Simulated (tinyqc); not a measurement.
Free and trapped electrons in a MOS channel with a dense trap tail: one step of the calculation.

p-type body, charge-sheet picture, full ionisation (an idealisation for deep acceptors), Boltzmann statistics for free electrons. e = Ec - EF at the surface. Acceptor-like traps of density D(E) = D0 + De exp(-E/Ew) at depth E below Ec, from 0 to Eu, hold n_t = integral of D(E)/(1 + exp((e - E)/Vt)). psi = Eg - Vt ln(Nv/Na) - e; N_dep = sqrt(2 eps0 eps_r Na (psi - Vt)/q); n_f = sqrt(N_dep^2 + 2 eps0 eps_r Vt Nc exp(-e/Vt)/q) - N_dep; Vg = Vfb + psi + q (N_dep + n_t + n_f)/Cox, Cox = eps0 eox/tox.

Problem. Charges and gate voltage. psi, N_dep, n_f and Vg as defined, with the n_t given; free share n_f/(n_f + n_t); apparent mobility mf n_f/(n_f + n_t); gate voltage spent on traps q n_t/Cox.

Values chosen for this exercise; band and dielectric values close to those of 4H silicon carbide:
- T = 400 K (temperature)
- Eg = 3.21 eV (band gap)
- eps_r = 9.56 (relative permittivity)
- Nc = 2.66e19 cm^-3 (conduction-band density of states at T)
- Nv = 3.79e19 cm^-3 (valence-band density of states at T)
- eox = 3.9 (relative permittivity of the insulator)
- tox = 36 nm (insulator thickness)
- Na = 1.6e16 cm^-3 (acceptor density)
- Vfb = -1.99 V (flat-band voltage without trapped charge)
- mf = 190 cm^2/(V s) (mobility of free electrons)
- e = 0.146 eV (Ec - EF at the surface)

Constants: q = 1.602176634e-19 C, kB = 1.380649e-23 J/K, Vt = kB T/q, eps0 = 8.8541878128e-14 F/cm where lengths are in cm. Results are converted to the units shown.

n_t = 2.6487729e11 cm^-2

Give: psi; N_dep; n_f; Vg; free share; apparent mobility; gate voltage spent on traps.

Solution.

psi = 2.7962 V
N_dep = 6.8330e11 cm^-2
n_f = 9.5860e10 cm^-2
Vg = 2.5500 V
free share = 26.573 %
apparent mobility = 50.489 cm^2/(V s)
gate voltage spent on traps = 0.44243 V

Program tinyqc, `OMP_NUM_THREADS=1 python tinyqc.py 2222239 2222240 out.jsonl`; Intel Xeon 2.30GHz, shared host, one thread, about 0.02 s.
